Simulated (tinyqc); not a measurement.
Vibrations of a mass or spring defect in a linear chain: one step, computed by the program tinyqc.

A ring of N atoms with nearest-neighbour springs k and motion along the chain. Atom 1 is the defect, of mass M', and its two springs are k'. Odd sites are A (the defect replaces an A atom), even sites B.

Task: Frequencies of the ring. Diagonalise D and leave out the zero eigenvalue of the uniform shift. nu = 15.6333042 THz x sqrt(lambda), lambda in eV/(angstrom^2 u).

Host: diatomic.

D (eV/(angstrom^2 u)):
$$\begin{pmatrix}
0.1184906 & -0.0202425 & 0.0000000 & 0.0000000 & 0.0000000 & 0.0000000 & 0.0000000 & -0.0202425 \\
-0.0202425 & 0.0138326 & -0.0096752 & 0.0000000 & 0.0000000 & 0.0000000 & 0.0000000 & 0.0000000 \\
0.0000000 & -0.0096752 & 0.0270690 & -0.0096752 & 0.0000000 & 0.0000000 & 0.0000000 & 0.0000000 \\
0.0000000 & 0.0000000 & -0.0096752 & 0.0138326 & -0.0096752 & 0.0000000 & 0.0000000 & 0.0000000 \\
0.0000000 & 0.0000000 & 0.0000000 & -0.0096752 & 0.0270690 & -0.0096752 & 0.0000000 & 0.0000000 \\
0.0000000 & 0.0000000 & 0.0000000 & 0.0000000 & -0.0096752 & 0.0138326 & -0.0096752 & 0.0000000 \\
0.0000000 & 0.0000000 & 0.0000000 & 0.0000000 & 0.0000000 & -0.0096752 & 0.0270690 & -0.0096752 \\
-0.0202425 & 0.0000000 & 0.0000000 & 0.0000000 & 0.0000000 & 0.0000000 & -0.0096752 & 0.0138326
\end{pmatrix}$$

Constants: nu for 1 eV/(angstrom^2 u) = 15.6333042 THz.

Give: nonzero frequencies.

Result:

nonzero frequencies (THz): [1.133, 1.196, 1.839, 2.681, 2.952, 3.094, 5.546]
